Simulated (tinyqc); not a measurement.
# Worked calculation: quantum point contact as a saddle point with Zeeman splitting

tinyqc, about 0.04 s, one thread, Intel Xeon 2.30GHz (shared host): `OMP_NUM_THREADS=1 python tinyqc.py 2740043 2740044 out.jsonl` Printed values are rounded.

Potential V0 - m wx^2 x^2/2 + m wy^2 y^2/2; energies are counted from V0. Mode n = 0, 1, ... transmits T_n(E) = 1/(1 + exp(-2 pi (E - E_n)/wx)), E_n = wy (n + 1/2) +/- Ez/2 for the two spins, Ez = gs muB B, muB = q hbar/(2 m0); each spin carries q^2/h.

Values chosen for this exercise:
- T = 0.5 K (temperature)
- wy = 2.7 meV (transverse quantum hbar wy)
- wx = 1.5 meV (curvature of the barrier hbar wx)
- mu = 3.79 meV (Fermi level above the saddle point)
- gs = 1 (size of the g factor)
- B = 4 T (in-plane magnetic field)
- nE = 15 (points of the energy grid)
- xm = 8 (half-range of the grid in kB T)

Constants: q = 1.602176634e-19 C, kB = 1.380649e-23 J/K, hbar = 1.054571817e-34 J s, h = 6.62607015e-34 J s, m0 = 9.1093837015e-31 kg, Vt = kB T/q. Results are converted to the units shown.

Range of the model: Orbital effects of the in-plane field and interactions (such as the 0.7 feature) are left out.

## Transmissions at the Fermi level

At zero temperature g = G/(2 q^2/h) = (1/2) sum T_n(mu); Fano factor sum T_n (1 - T_n)/sum T_n. Modes beyond those listed are in the sums but add less than 1e-4 to g.

```
mode  E_n (meV)       T_n
0-      1.23423  0.999978
1-      3.93423  0.353393
2-      6.63423  0.000007
0+      1.46577  0.999941
1+      4.16577  0.171645
2+      6.86577  0.000003
```

g = 1.2625
G = 97.818 uS
Fano factor = 0.1468

## Thermal average on a coarse grid

g(T) = int g(E) (-df/dE) dE = int g(mu + x kB T) dx/(4 cosh^2(x/2)), g(E) the zero-temperature value at E, g = G/(2 q^2/h). Simpson's rule on nE equally spaced x from -xm to xm.

```
point         x  E (meV)     g(E)    weight
0      -8.00000  3.44531  1.08027  0.000335
1      -6.85714  3.49455  1.09663  0.001050
2      -5.71429  3.54379  1.11583  0.003277
3      -4.57143  3.59303  1.13814  0.010132
4      -3.42857  3.64227  1.16383  0.030428
5      -2.28571  3.69152  1.19309  0.083791
6      -1.14286  3.74076  1.22599  0.183331
7       0.00000  3.79000  1.26248  0.250000
8       1.14286  3.83924  1.30237  0.183331
9       2.28571  3.88848  1.34530  0.083791
10      3.42857  3.93773  1.39073  0.030428
11      4.57143  3.98697  1.43802  0.010132
12      5.71429  4.03621  1.48638  0.003277
13      6.85714  4.08545  1.53498  0.001050
14      8.00000  4.13469  1.58296  0.000335
```

integral of the weight = 1.00137
g(T) = 1.26826
g(T) divided by the integral of the weight = 1.26652

A converged quadrature gives 1.2666; this grid is 0.13 % above that, and its weight integrates to 1.001 in place of 1.
